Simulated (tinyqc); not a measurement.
# Input admittance of a MOSFET at zero drain bias: distributed channel and distributed gate: two studies

Source and drain grounded, strong inversion, w = 2 pi f, Cox = eps0 eox/tox. The channel is an RC line of resistance 1/(mu Cox Vo) per square fed from both ends, so one finger has the intrinsic admittance y = i w Cox L tanh(g)/g per width, g = (1/2) sqrt(i w tau), tau = L^2/(mu Vo). The vertical resistance rv/L is in series with y, the overlaps 2 i w Cov in parallel: y_t = 1/(1/y + rv/L) + 2 i w Cov. The gate strip is a line of Rsh/L per length loaded by y_t, so a finger has Y = y_t Wf tanh(k)/k, k = (Wf/sd) sqrt(y_t Rsh/L); the device has Nf Y.

Inputs (values chosen for the exercise); values of the order met in silicon radio-frequency transistors: relative permittivity of the gate insulator (close to silicon dioxide) eox = 3.9; insulator thickness tox = 7.2 nm; channel length L = 1.9 um; finger width Wf = 5 um; number of fingers Nf = 4; channel mobility mu = 270 cm^2/(V s); gate overdrive Vo = 0.65 V; sheet resistance of the gate Rsh = 14 ohm/square; vertical resistivity of the gate stack rv = 1.5 ohm um^2; number of ends at which a finger is contacted sd = 1; overlap and fringe capacitance on each side Cov = 0.39 fF/um; frequency f = 2.4 GHz.

Constants: eps0 = 8.8541878128e-14 F/cm where lengths are in cm. Results are converted to the units shown.

Each table varies one quantity; the others keep the values above.

## Input impedance against frequency

Low-frequency limits, with c = Cox L and ct = c + 2 Cov: R_strip = Rsh Wf/(3 sd^2 L Nf), R_ch = (c/ct)^2 L/(12 mu Cox Vo Wf Nf), R_vert = (c/ct)^2 rv/(L Wf Nf), C = ct Wf Nf. Z = 1/(Nf Y) = R + 1/(i w C), Q = |Im Z|/R, far-point signal |1/cosh k|.

The same in every row: low-frequency R (ohm) = 82.91.

Input impedance against frequency:
```
f (GHz)	w tau	|k|	R (ohm)	C (fF)	Q	signal at the far point
0.02	0.02585	0.01513	82.91	197.8	485.1	1.000
0.07	0.09047	0.02831	82.91	197.8	138.6	1.000
0.2	0.2585	0.04785	82.91	197.8	48.52	1.000
0.5	0.6462	0.07559	82.89	197.7	19.42	0.9999
1	1.292	0.1066	82.82	197.3	9.741	0.9994
4	5.170	0.2025	81.53	189.0	2.582	0.9928
10	12.92	0.2719	75.23	156.8	1.349	0.9787
30	38.77	0.3502	48.42	88.59	1.237	0.9634
70	90.47	0.4522	27.15	59.70	1.403	0.9455
```

Read the table: what changes, and by how much?

R falls from 82.9 to 27.2 ohm and C falls from 198 to 59.7 fF. Q goes as f^(-1.00) between the first two rows and f^(0.15) between the last two, where w tau = 90.5 and |k| = 0.452. The low-frequency limits hold both R and C within 5 % up to f = 4 GHz among the rows.

## Effect of the gate overdrive

Same model as above.

Effect of the gate overdrive:
```
Vo (V)	w tau	|k|	R (ohm)	low-frequency R (ohm)	C (fF)	Q	signal at the far point
0.2	10.081	0.14138	246.52	262.48	169.51	1.5869	0.99472
0.35	5.7606	0.15507	148.17	151.32	187.07	2.3925	0.99542
0.5	4.0324	0.16001	105.76	106.85	192.34	3.2601	0.99631
0.65	3.1019	0.16222	82.409	82.912	194.53	4.1366	0.99697
0.8	2.5203	0.16338	67.677	67.948	195.64	5.0086	0.99745
0.95	2.1223	0.16405	57.547	57.709	196.27	5.8712	0.99780
1.1	1.8329	0.16448	50.158	50.263	196.67	6.7225	0.99807
1.25	1.6130	0.16477	44.532	44.604	196.93	7.5616	0.99828
```

As Vo goes from 0.2 to 1.25, R falls from 247 to 44.5 ohm, C rises from 170 to 197 fF and Q rises from 1.59 to 7.56. Only the channel term depends on Vo.

tinyqc, about 0.01 s, one thread, Intel Xeon 2.30GHz (shared host): `OMP_NUM_THREADS=1 python tinyqc.py 2262122 2262123 out.jsonl`
